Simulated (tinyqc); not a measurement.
Arrhenius plot: admittance spectroscopy and thermally stimulated current of one trap level in a depletion layer. Computed by tinyqc, a small Python program. Command: `OMP_NUM_THREADS=1 python tinyqc.py 3112418 3112419 out.jsonl admit walk`. One thread of a shared host (Intel(R) Xeon(R) Processor @ 2.30GHz), about 0.01 s of CPU time with the checks.

A Schottky junction on n-type material holds one donor-like electron trap; shallow donors are fully ionised and abrupt depletion edges are assumed.

Inputs (values chosen for the exercise, modelled on n-type beta-Ga2O3):
```
quantity                         value    unit
density-of-states mass m         0.271     m_0
shallow doping N               1.4e+15  1/cm^3
trap depth E_t below the band    0.343      eV
capture cross section sigma    9.7e-16    cm^2
test frequency f                   200      Hz
```

Constants: k_B = 1.380649e-23 J/K; m_0 = 9.1093837015e-31 kg; h = 6.62607015e-34 J s; k_B = 8.617333262e-05 eV/K.

Method:
- N_c = 2 (2 pi m k_B T/h^2)^(3/2), v_th = sqrt(3 k_B T/m), emission rate e_n = sigma v_th N_c exp(-E_t/(k_B T)).
- Where the level crosses the Fermi level capture equals emission, so the trap follows the signal with the rate 2 e_n; G/omega peaks at omega = 2 e_n (the correction for large N_t/N is left out).
- Solve 2 e_n(T_p) = 2 pi f.
- T_p for 0.1, 0.3, 1, 3 and 10 f; least-squares lines of ln(e_n/T^2) and of ln(e_n) against 1/(k_B T), e_n = pi f; sigma = exp(intercept)/(v_th N_c/T^2).

peak temperature T_p = 220.970 K

Peaks:
```
f (Hz)  T_p (K)  1/(k_B T) (1/eV)  ln(e_n/T^2)  ln(e_n)
20       198.06            58.591      -6.4367   4.1405
60       208.40            55.685      -5.4398   5.2391
200      220.97            52.516      -4.3530   6.4430
600      233.77            49.642      -3.3670   7.5417
2000     249.50            46.511      -2.2933   8.7456
```

depth from e_n/T^2 = 0.343 eV

cross section from the intercept = 9.70e-16 cm^2

depth without the T^2 = 0.38119 eV

What follows from these numbers?

Leaving out T^2 adds 38 meV, near 2 k_B T_p = 38 meV.

Extremes, crossings and ranges named in words are read from the listed rows.
